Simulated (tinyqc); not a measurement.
Gap voltage and exponent from three temperatures.

Inverse problem. At constant current VBE(T) = Vg0 - a T - eta (kB T/q) ln T, where a is a constant. Find Vg0, eta and dVBE/dT at the middle temperature.

Constants: q = 1.602176634e-19 C, kB = 1.380649e-23 J/K. Results are converted to the units shown.

T (K): 233  300  390
VBE at a constant current (V): 0.8250766246  0.7026324327  0.5301524297

Solution. The relation is linear in Vg0, a and eta, so three points give a linear system; the slope is (VBE - Vg0 - eta kB T/q)/T. eta rests on the curvature of VBE(T) alone, so real fits need accuracy of some tens of microvolts or better.

Vg0 = 1.16 V
eta = 4.00
dVBE/dT = -1.87 mV/K

Numbers from tinyqc (`OMP_NUM_THREADS=1 python tinyqc.py 2062180 2062181 out.jsonl`; about 0.02 s on one thread of a shared Intel Xeon 2.30GHz).
